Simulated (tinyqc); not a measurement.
Permeation of metal atoms or ions through a thin barrier or dielectric: time lag, field-aided drift and lifetime: one step, computed by the program tinyqc.

The film 0 < x < d is empty at first; C = C0 at x = 0 and C = 0 at x = d. dC/dt = D d2C/dx2 - v dC/dx with drift v = D z e V/(k_B T d) (uniform field, no space charge).

Problem. Time to the critical dose. Steady flux J = (D C0/d) P/(1 - exp(-P)); time lag in units of d^2/D: s_L = [P (1 + exp(-P))/(1 - exp(-P)) - 2]/P^2 (P = 0: J = D C0/d, s_L = 1/6). Dose through the film Q(s) = C0 d {f (s - s_L) - 2 exp(P/2) sum_(n=1..200) (-1)^n n^2 pi^2 exp(-l_n s)/l_n^2}, l_n = n^2 pi^2 + P^2/4, f = P/(1 - exp(-P)) the relative flux. Temperatures in kelvin are T(C) + 273.15. Solve Q = Q_c for s. At the use temperature D and P take T_u, with the same C0 and V; 1 year = 3.15576e7 s.

Inputs (values chosen for the exercise, for a model case: singly charged ions through a dielectric):
```
quantity                                   value    unit
thickness d                                   17      nm
prefactor D0                             3.6e-09  cm^2/s
activation energy E                        0.765      eV
concentration at the source side C0      3.3e+15  1/cm^3
charge number z                                1       -
voltage V (positive drives ions across)     0.27       V
critical dose Q_c                          2e+08  1/cm^2
test temperature T                           200       C
use temperature T_u                           70       C
```

Peclet number P = 6.622044

time scale d^2/D = 112986.5 s

Constants: k_B = 8.617333262e-05 eV/K.

Give: s at the critical dose; failure time at T; failure time at T_u.

Solution.

s at the critical dose = 0.07387

failure time at T = 8346 s

failure time at T_u = 0.2699 years

Caution: grain boundaries, pinholes, trapping and space charge are left out; thin real barriers usually fail at defects.
